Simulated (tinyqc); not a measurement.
What each parameter does: pair of shallow donors (hydrogen-like orbitals).

Each donor has the orbital exp(-r/a); energy unit Ha* = q/(eps a), q = e^2/(4 pi eps0), so that a lone donor is bound by Ha*/2; x = R/a. One electron: S = (1 + x + x^2/3) exp(-x), j = 1/x - (1 + 1/x) exp(-2x), k = (1 + x) exp(-x); levels E(+/-) = -1/2 - (j +/- k)/(1 +/- S) in Ha*, without the repulsion of the ions, split by D = |E(-) - E(+)|. In six valleys the overlaps S and k are multiplied by v = [cos(K Rx) + cos(K Ry) + cos(K Rz)]/3, K = k0 (2 pi/a_lat), for isotropic envelopes and the symmetric valley state.

Two electrons, Heitler-London: with S' = (1 - x + x^2/3) exp(x), C = 1/x - exp(-2x)(1/x + 11/8 + 3x/4 + x^2/6), X = (1/5){exp(-2x)(25/8 - 23x/4 - 3x^2 - x^3/3) + (6/x)[S^2 (0.5772157 + ln x) + S'^2 Ei(-4x) - 2 S S' Ei(-2x)]}, Q = C - 2j + 1/x and A = X - 2 S k + S^2/x, the singlet and triplet lie at (Q +/- w A)/(1 +/- w S^2) from two lone donors, with the valley weight w = v^2; the exchange is J = triplet - singlet.

Constants: e^2/(4 pi eps0) = 14.39964547 eV angstrom.

Values chosen for the exercise (near those of two donors in Si; shifted at random, so the results belong to these values and not to a real crystal): a = 19.1 angstrom (orbital radius); eps = 11.1 (dielectric constant); n = (11.5, 11.5, 0) a_lat (separation vector); a_lat = 5.431 angstrom (lattice constant); k0 = 0.846 2 pi/a_lat (valley position).

x, D = |E(-) - E(+)| and J.

One parameter was then changed.

Results before and after:
```
case         x  D (meV)  J (micro-eV)
base     4.624   0.9396          32.5
changed  4.624   0.8549          29.6
```

Which of these changes was made? (a) a = 21 angstrom; (b) k0 = 0.826 2 pi/a_lat; (c) n = (12.5, 11.5, 0) a_lat; (d) eps = 12.2.

Answer: (d) eps = 12.2. Of the candidates, run in turn, only this one gives the changed row.

All candidates:
```
case                           x  D (meV)  J (micro-eV)
base                       4.624   0.9396          32.5
a = 21 angstrom            4.206    1.164          55.3
eps = 12.2                 4.624   0.8549          29.6
k0 = 0.826 2 pi/a_lat      4.624    1.276          59.8
n = (12.5, 11.5, 0) a_lat  4.830  0.02461        0.0223
```

Run: tinyqc, `OMP_NUM_THREADS=1 python tinyqc.py 1250082 1250083 out.jsonl`; Intel(R) Xeon(R) Processor @ 2.30GHz, one thread, shared host; about 0.01 s of CPU time with all checks.
